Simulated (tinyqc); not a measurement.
## Stacked nanosheet transistor, parasitic resistance, capacitance and delay: effect of the number of sheets

Ns sheets share one contact on top; each has perimeter p = 2 (Ws + ts) and cross-section A = Ws ts; contact width Wc = Ws + 10 nm, stack height Hs = Ns pv. Sheet 1 is the top one. Contact length Lc = CPP - Lg - 2 Lsp, shared by two neighbouring gates. Source and drain sides are equal. The formulas are first-order estimates, not field solutions.

Epitaxy sheet resistance Rsh = re/te, transfer length LT = sqrt(rc/Rsh), contact Rc = [sqrt(rc Rsh)/Wc] coth(Lc/(2 LT)); extension of one sheet Rx = rx Lsp/A. With N sheets: gate Cg = Cinv p N Lg; per side, plate Cp = ks eps0 [Wc (Hs + Hc) - N A]/Lsp, top fringe Cf = (2/pi) ks eps0 Wc ln(1 + Lg/(2 Lsp)), overlap Co = Cinv p N Lov. One sheet: I = p Q vx u/(1 + |u|^1.8)^(1/1.8), Q = Cinv n Vt ln(1 + exp((Vg' - VT + dl Vd')/(n Vt))), u = Vd' mu/(vx Lg), Vg' = Vgs - v, Vd' = Vds - 2 v, with the drop on each side v_j = Rc sum I + rv (sum over levels k = 2..j of the current of sheets k..Ns) + Rx I_j. Ieff = [I(Vgs = Vdd, Vds = Vdd/2) + I(Vdd/2, Vdd)]/2, total currents. With Cs = Cp + Cf + Co, the load of an inverter of two such devices driving an equal one is CL = 2 (Cg + 2 Cs) + 4 Cs + Cw (own drains counted twice for the Miller effect); delay CL Vdd/(2 Ieff).

Parameters, values chosen for the exercise; values close to those of silicon logic devices:
- T = 300 K (temperature)
- Ws = 30 nm (sheet width)
- ts = 5 nm (sheet thickness)
- pv = 16 nm (vertical pitch of the sheets)
- rv = 77 ohm (vertical resistance between sheet levels)
- CPP = 70 nm (contacted gate pitch)
- Lg = 12 nm (gate length)
- Lsp = 8 nm (spacer length)
- ks = 4 (relative permittivity of the spacer)
- Hc = 25 nm (gate height above the channel stack)
- rc = 1.8e-9 ohm cm^2 (contact resistivity)
- re = 0.00033 ohm cm (resistivity of the source-drain epitaxy)
- te = 20 nm (current-carrying depth of the epitaxy)
- rx = 0.0004 ohm cm (resistivity of the extension)
- Lov = 1.5 nm (gate overlap)
- Cinv = 3.6 uF/cm^2 (inversion capacitance)
- vx = 1.3e7 cm/s (injection velocity)
- mu = 310 cm^2/(V s) (apparent mobility)
- VT = 0.29 V (threshold at zero drain voltage)
- dl = 0.074 V/V (barrier lowering)
- n = 1.17 (subthreshold factor)
- Cw = 0.33 fF (wire load)
- Vdd = 0.75 V (supply voltage)

Constants: q = 1.602176634e-19 C, kB = 1.380649e-23 J/K, eps0 = 8.8541878128e-12 F/m, Vt = kB T/q. Results are converted to the units shown.

The same in every row: Rc (ohm) = 242.4.

Results:
```
Ns  Rx/N (ohm)  Ieff (uA)  CL (aF)  delay (ps)
1        213.3      86.16    477.5       2.078
2        106.7      156.8    585.6       1.400
4        53.33      248.6    801.8       1.209
5        42.67      270.8    909.8       1.260
6        35.56      283.2     1018       1.348
```

Estimate the missing row, Ns = 3.

Computed row:
```
Ns  Rx/N (ohm)  Ieff (uA)  CL (aF)  delay (ps)
3        71.11      211.2    693.7       1.232
```

With this row back in the table: As Ns goes from 1 to 6, Ieff rises from 86.2 to 283 uA, CL rises from 478 to 1020 aF and the delay goes from 2.08 through a minimum of 1.21 (at Ns = 4 among the rows listed) to 1.35 ps. From the first row to the last Ieff grows by a factor of 3.29 and CL by 2.13; the first step changes the delay by -33 %, the last by 7.0 %.

tinyqc, about 0.07 s, one thread, Intel Xeon 2.30GHz (shared host): `OMP_NUM_THREADS=1 python tinyqc.py 2170008 2170009 out.jsonl`
